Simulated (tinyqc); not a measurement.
Kinetic against equilibrium segregation over temperature: surface segregation during layer-by-layer epitaxy: two-layer exchange kinetics and the shape of quantum wells and delta layers. Computed by tinyqc, a small Python program. Command: `OMP_NUM_THREADS=1 python tinyqc.py 3021667 3021668 out.jsonl mbeseg walk`. One thread of a shared host (Intel(R) Xeon(R) Processor @ 2.30GHz), about 0.01 s of CPU time with the checks.

Atoms A and B exchange only between the growing layer and the one below it. B is supplied for N layers, then pure A follows.

Inputs (values chosen for the exercise, close to those used for germanium in silicon): barrier E1 for B to move up = 1.68 eV; segregation energy E_s = 0.25 eV; attempt frequency nu = 1 THz; growth rate G = 0.79 layers/s; share x0 of B in the flux during the well = 0.39; layers in the well N = 2; layer thickness = 1.36 angstrom; temperature T = 390 C.

Constants: k_B = 8.617333262e-05 eV/K.

Method:
- p1 = nu exp(-E1/(k_B T)) (B up, A down), p2 = nu exp(-(E1 + E_s)/(k_B T)) (B down); time per layer tau = 1/G; K = p1/p2.
- Temperatures in kelvin are T(C) + 273.15.
- Each layer is deposited complete with B share x_dep and then exchanges for the time tau = 1/G with the layer below, whose share is b (total c = s + b fixed): ds/dt = p1 b (1 - s) - p2 s (1 - b), s(0) = x_dep. With the roots s1 < s2 of the right side, (s - s1)/(s - s2) = [(s(0) - s1)/(s(0) - s2)] exp(-(p1 - p2)(s2 - s1) tau). The lower layer is then buried with c - s, and s becomes the b of the next layer.
- In the dilute tail each layer passes up the share R = R_eq (1 - exp(-(p1 + p2) tau)); decay length = -layer thickness/ln R.
- R_eq = K/(1 + K).

Segregation:
```
T (C)      p1 tau     R_eq           R  decay length (angstrom)  peak share
270    3.2658e-04  0.99523  3.2653e-04               1.6943e-01     0.38995
310    3.8304e-03  0.99314  3.8231e-03               2.4431e-01     0.38941
350    3.2752e-02  0.99058  3.2216e-02               3.9589e-01     0.38486
390    2.1616e-01  0.98757  1.9414e-01               8.2969e-01     0.35427
430    1.1510e+00  0.98411  6.7856e-01               3.5071e+00     0.22434
470    5.1193e+00  0.98023  9.7495e-01               5.3602e+01     0.07837
510    1.9549e+01  0.97598  9.7598e-01               5.5930e+01     0.05663
550    6.5537e+01  0.97137  9.7137e-01               4.6827e+01     0.06399
```

What follows from these numbers?

The decay length peaks at 510 C among these rows: below, exchange is too slow; above, equilibrium rules and K = exp(E_s/(k_B T)) falls. p1 tau passes 1 between 390 and 430 C, below which sharp interfaces can be grown. Caution: decay lengths below one layer thickness are only formal.

Extremes, crossings and ranges named in words are read from the listed rows.
